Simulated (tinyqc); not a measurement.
# From stiffness D back to exchange J2

Model: Heisenberg magnet: exchange from energy differences, ordering vector, linear spin waves and ordering temperature. Computed by tinyqc, a small Python program. Command: `OMP_NUM_THREADS=1 python tinyqc.py 3027892 3027893 out.jsonl magnon inv`. One thread of a shared host (Intel(R) Xeon(R) Processor @ 2.30GHz), about 0.1 s of CPU time with the checks.

H = -sum over pairs <ij> J_ij S_i.S_j - K sum_i (S_i^z)^2, each pair once, J > 0 ferromagnetic. First neighbours: 4 at a (1, 0), second: 4 at a (1, 1), with all permutations and signs.

Inputs (values chosen for the exercise, for a model magnet):

| quantity | value | unit |
|---|---|---|
| exchange J1 | 4.9 | meV |
| spin S | 2.5 | - |
| single-ion anisotropy K | 0.12 | meV |
| lattice constant a | 4.01 | angstrom |

Lattice: square. Order: ferromagnetic.

Method. g_s(q) = sum over shell s of cos(q.R), z1 = g1(0). E(q) = S [J(0) - J(q)] + (2S - 1) K, J(q) = J1 g1 + J2 g2. The factor 2S - 1 removes the anisotropy for S = 1/2. sum R_x^2 over the shells is s1 = 2 a^2 and s2 = 4 a^2. E = gap + D q^2 with D = (S/2)(J1 s1 + J2 s2) and gap = (2S - 1) K.

Question. A run gave the result below. Find the exchange J2, known to lie between 0.27 and 0.77 meV.

stiffness D = 235.083 meV angstrom^2

Answer.

Each step takes the trial c = (a f_b - b f_a)/(f_b - f_a), f being the result less the target and a, b, c the logarithms of the listed values; c replaces end b, the old b replaces a if the sign of f changed, and otherwise f_a is halved.

Scan of the range:

| exchange J2 (meV) | stiffness D (meV angstrom^2) |
|---|---|
| 0.270 | 218.689 |
| 0.322 | 222.870 |
| 0.383 | 227.775 |
| 0.456 | 233.644 |
| 0.543 | 240.639 |
| 0.647 | 249.000 |
| 0.770 | 258.890 |

False position (Illinois rule, in the logarithm of the input) inside the bracket:

| step | end a | end b | trial | stiffness D (meV angstrom^2) |
|---|---|---|---|---|
| 1 | 0.456000 | 0.543000 | 0.472680 | 234.985 |
| 2 | 0.543000 | 0.472680 | 0.473818 | 235.076 |
| 3 | 0.543000 | 0.473818 | 0.473970 | 235.089 |
| 4 | 0.473818 | 0.473970 | 0.473900 | 235.083 |
| 5 | 0.473970 | 0.473900 | 0.473900 | 235.083 |

Stiffness D rises at every point of a 13-point scan of the range (every second point is shown), so one value fits; it is bracketed by 0.456 and 0.543. The scan shows a straight line, so linear interpolation between any two rows gives the answer at once. Answer: exchange J2 = 0.4739 meV.
